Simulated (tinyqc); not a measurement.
Raman line shape of confined optical phonons and breathing modes of small crystals: one step, computed by the program tinyqc. Command: `OMP_NUM_THREADS=1 python tinyqc.py 3005538 3005539 out.jsonl confine walk`. One thread of a shared host (Intel(R) Xeon(R) Processor @ 2.30GHz), about 0.02 s of CPU time with the checks.

Confinement in 3 direction(s) lets phonons with q away from zero scatter light. q is in units of 2 pi/a, from 0 to 1, and the branch is isotropic: omega(q)^2 = (omega_0^2 + omega_X^2)/2 + ((omega_0^2 - omega_X^2)/2) cos(pi q). The model and its constant beta are phenomenological; beta = 8 is the common choice.

Problem. Range of wave vectors. Weight W(q) = q^2 exp(-(2 L q/a)^2/(2 beta)) dq, that is exp(-k^2 L^2/(2 beta pi^2)) for k = 2 pi q/a. Width q_c = a sqrt(2 beta)/(2 L), where the exponential falls to 1/e; curvature of the branch: omega(q) = omega_0 - c q^2, c = pi^2 (omega_0^2 - omega_X^2)/(8 omega_0); for small q_c the mean of q^2 is (number of confined directions) q_c^2/2, and the mean shift is -c times that.

Inputs (values chosen for the exercise, modelled on germanium):

| quantity | value | unit |
|---|---|---|
| bulk frequency omega_0 | 300.7 | 1/cm |
| frequency at the zone boundary omega_X | 238 | 1/cm |
| lattice constant a | 5.658 | angstrom |
| size L | 15 | nm |
| confinement constant beta | 3 | - |

Shape: sphere.

Give: q_c; curvature c; mean shift, quadratic estimate; omega(q_c) - omega_0.

Solution.

q_c = 0.046197 2 pi/a

curvature c = 138.58 1/cm

mean shift, quadratic estimate = -0.44363 1/cm

omega(q_c) - omega_0 = -0.29538 1/cm
